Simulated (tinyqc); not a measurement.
From sheath thickness back to sheath voltage V: ion-assisted plasma etching: sheath, surface coverage, synergy and aspect-ratio dependence. Computed by tinyqc, a small Python program. Command: `OMP_NUM_THREADS=1 python tinyqc.py 3027924 3027925 out.jsonl etch inv`. One thread of a shared host (Intel(R) Xeon(R) Processor @ 2.30GHz), about 0.01 s of CPU time with the checks.

Radicals adsorb on bare sites; ions remove covered sites with a high yield and bare sites by sputtering; a slow spontaneous reaction acts everywhere, walls included.

Inputs (values chosen for the exercise, close to those used for silicon dioxide in a fluorocarbon plasma): plasma density n_e = 6.2e+10 1/cm^3; electron temperature T_e = 3.3 eV; ion temperature T_i = 0.53 eV.

Feature: round hole.

Constants: eps_0 = 8.8541878128e-12 F/m; e = 1.602176634e-19 C.

Method. Debye length lambda_D = sqrt(eps_0 T_e/(e n_s)) with n_s = 0.61 n_e, T_e in volts; Child-law sheath d = (sqrt2/3) lambda_D (2 V/T_e)^(3/4); ion energy E = V + T_e/2; angular spread = arctan(sqrt(T_i/E)).

Question. A run gave the result below. Find the sheath voltage V, known to lie between 34 and 68 V.

sheath thickness = 450.4589 um

Answer.

Each step takes the trial c = (a f_b - b f_a)/(f_b - f_a), f being the result less the target and a, b, c the logarithms of the listed values; c replaces end b, the old b replaces a if the sign of f changed, and otherwise f_a is halved.

Scan of the range:
```
sheath voltage V (V)  sheath thickness (um)
34.0                                316.596
38.2                                345.497
42.8                                376.252
48.1                                410.681
54.0                                447.911
60.6                                488.372
68.0                                532.449
```

False position (Illinois rule, in the logarithm of the input) inside the bracket:
```
step    end a    end b    trial  sheath thickness (um)
1     54.0000  60.6000  54.3936                450.357
2     60.6000  54.3936  54.4093                450.455
3     60.6000  54.4093  54.4106                450.463
4     54.4093  54.4106  54.4100                450.459
```

Sheath thickness rises at every point of a 13-point scan of the range (every second point is shown), so one value fits; it is bracketed by 54.0 and 60.6. The scan shows a pure power law with exponent 0.7500, so scaling from any one row also gives the answer directly. Answer: sheath voltage V = 54.41 V.
